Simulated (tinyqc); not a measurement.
Worked calculation: CIS on RHF in the sto-3g basis, for H4, spin multiplicity 1. One step of it, computed by the program tinyqc.

Question. CIS matrix, triplets. A(ia,jb) = (e_a - e_i) d_ij d_ab - (ij|ab).

orbital energies (hartree): MO1 -0.621178, MO2 -0.428562, MO3 0.364834, MO4 0.863893

Two-electron integrals over orbitals (pq|rs), unique and non-zero (hartree):
```
(11|11) 0.481175    (21|21) 0.177262    (22|11) 0.446442    (22|22) 0.459193
(31|11) -0.066479   (31|22) 0.003509    (31|31) 0.107852    (32|21) 0.087357
(32|32) 0.118962    (33|11) 0.451428    (33|22) 0.450447    (33|31) -0.011857
(33|33) 0.470658    (41|21) 0.034402    (41|32) -0.062722   (41|41) 0.091292
(42|11) 0.073421    (42|22) 0.012355    (42|31) -0.100874   (42|33) 0.010605
(42|42) 0.107142    (43|21) -0.169521   (43|32) -0.088545   (43|41) -0.031891
(43|43) 0.181694    (44|11) 0.505378    (44|22) 0.472549    (44|31) -0.071318
(44|33) 0.486987    (44|42) 0.081880    (44|44) 0.560328
```

Give: CIS matrix A, triplet.

Answer.

CIS matrix A, triplet (hartree), lower triangle:
```
        1>3     1>4     2>3     2>4
1>3  0.5346
1>4  0.0000  0.9797
2>3  0.0000  0.1695  0.3429
2>4  0.1695  0.0000  0.0000  0.8199
```
